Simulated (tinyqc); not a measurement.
MOS capacitor on an n-type substrate, surface potential from the exact charge relation: one step of the calculation.

Uniform n-type substrate, Boltzmann statistics, full ionisation, classical densities. psi is the surface potential against the body (positive when the bands bend down) and u = -psi/Vt. Traps are spread evenly over the gap and neutral at flat band, so their charge is -q Dit psi; the minority quasi-Fermi level is shifted by Vb.

Problem. Flat band, threshold and scales. ni = sqrt(Nc Nv) exp(-Eg/(2 Vt)), Eg in volts; phiF = Vt ln(N/ni); Cox = eps0 eox/tox; Vfb = phiM - chi - Vt ln(Nc/N) - q Nf/Cox; Q0 = sqrt(2 eps0 eps_r q N Vt); r = (ni/N)^2 exp(-Vb/Vt); VT = Vfb - [(2 phiF + Vb)(1 + q Dit/Cox) + sqrt(2 eps0 eps_r q N (2 phiF + Vb))/Cox].

Values chosen for this exercise; band and dielectric values close to those of gallium nitride:

| symbol | value | unit | meaning |
|---|---|---|---|
| T | 273 | K | temperature |
| Eg | 3.43 | eV | band gap |
| eps_r | 9.63 |  | relative permittivity |
| Nc | 2e18 | cm^-3 | conduction-band density of states at T |
| Nv | 4.05e19 | cm^-3 | valence-band density of states at T |
| chi | 4.03 | eV | electron affinity |
| N | 1.1e16 | cm^-3 | donor density of the substrate |
| eox | 3.9 |  | relative permittivity of the gate insulator (close to silicon dioxide) |
| tox | 4 | nm | insulator thickness |
| phiM | 4.49 | eV | gate work function |
| Nf | 0 | cm^-2 | fixed charge at the interface, in units of q |
| Dit | 0 | cm^-2 eV^-1 | density of interface traps |
| Vb | 0 | V | reverse bias of the inversion layer against the body |

Constants: q = 1.602176634e-19 C, kB = 1.380649e-23 J/K, Vt = kB T/q, eps0 = 8.8541878128e-14 F/cm where lengths are in cm. Results are converted to the units shown.

Find: ni; phiF; Cox; Vfb; Q0; r; VT.

Solution.

ni = 1.968e-13 cm^-3
phiF = 1.557 V
Cox = 0.8633 uF/cm^2
Vfb = 0.3376 V
Q0 = 8.409 nC/cm^2
r = 3.202e-58
VT = -2.889 V

Program tinyqc, `OMP_NUM_THREADS=1 python tinyqc.py 2060132 2060133 out.jsonl`; Intel Xeon 2.30GHz, shared host, one thread, about 0.01 s.
